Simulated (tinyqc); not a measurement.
Square on-chip spiral inductor, lumped pi model: two steps of the calculation.

Outer diameter do = di + 2 n wd + 2 (n - 1) sp, mean da = (do + di)/2, fill p = (do - di)/(do + di), length l = 4 n da. L = 2.34 mu0 n^2 da/(1 + 2.75 p), mu0 = 4 pi 1e-7 H/m. Rs = rho l/(wd delta (1 - exp(-th/delta))), delta = sqrt(rho/(pi f mu0)). Cs = n wd^2 eps0 eo/hu across the coil. At each end Cox = l wd eps0 eo/(2 ho) leads to the substrate branch Rsi = 2 rs he/(l wd) in parallel with Csi = l wd eps0 11.7/(2 he). With one end grounded Y = 1/(Rs + i w L) + i w Cs + 1/[1/(i w Cox) + 1/(1/Rsi + i w Csi)], w = 2 pi f; Q = -Im Y/Re Y. Eddy currents in neighbouring turns and in the substrate are left out.

Inputs (values chosen for the exercise); values of the order met in silicon radio-frequency processes:
```
symbol,value,unit,meaning
n,6.5,,number of turns
wd,4,um,line width
sp,3,um,space between turns
di,80,um,inner diameter
th,2,um,metal thickness
rho,2.2,uohm cm,metal resistivity
ho,5.6,um,oxide below the coil
hu,1,um,oxide between coil and underpass
eo,3.9,,relative permittivity of the oxide
rs,1,ohm cm,substrate resistivity
he,30,um,effective spreading depth in the substrate
f,0.98,GHz,frequency
```

Constants: eps0 = 8.8541878128e-12 F/m. Results are converted to the units shown.

Problem 1. Geometry and model elements. do, l, L, delta, Rs, Cs, Cox, Rsi and Csi as defined.

Give: do; l; L; delta; Rs; Cs; Cox; Rsi; Csi.

Solution 1.

do = 165.00 um
l = 3185.0 um
L = 7.7884 nH
delta = 2.3846 um
Rs = 12.939 ohm
Cs = 3.5913 fF
Cox = 39.279 fF
Rsi = 47.096 ohm
Csi = 21.996 fF

Problem 2. Admittance, quality factor and apparent inductance. Series branch 1/(Rs + i w L), substrate branch, total Y, Q = -Im Y/Re Y, apparent inductance Im(1/Y)/w, metal-only value w L/Rs, share of the loss in the substrate Re(substrate branch)/Re Y.

L = 7.7883565 nH
Rs = 12.939286 ohm
Cs = 3.5912586 fF
Cox = 39.279391 fF
Rsi = 47.095761 ohm
Csi = 21.996459 fF

Give: series branch; substrate branch; Y; Q; apparent inductance; w L/Rs; share of the loss in the substrate.

Solution 2.

series branch = 5.244-19.437i mS
substrate branch = 0.00275+0.24181i mS
Y = 5.247-19.173i mS
Q = 3.6541
apparent inductance = 7.8802 nH
w L/Rs = 3.7063
share of the loss in the substrate = 0.052489 %

Q is 98.6 % of the metal-only value.

tinyqc, about 0.01 s, one thread, Intel Xeon 2.30GHz (shared host): `OMP_NUM_THREADS=1 python tinyqc.py 2302077 2302078 out.jsonl`
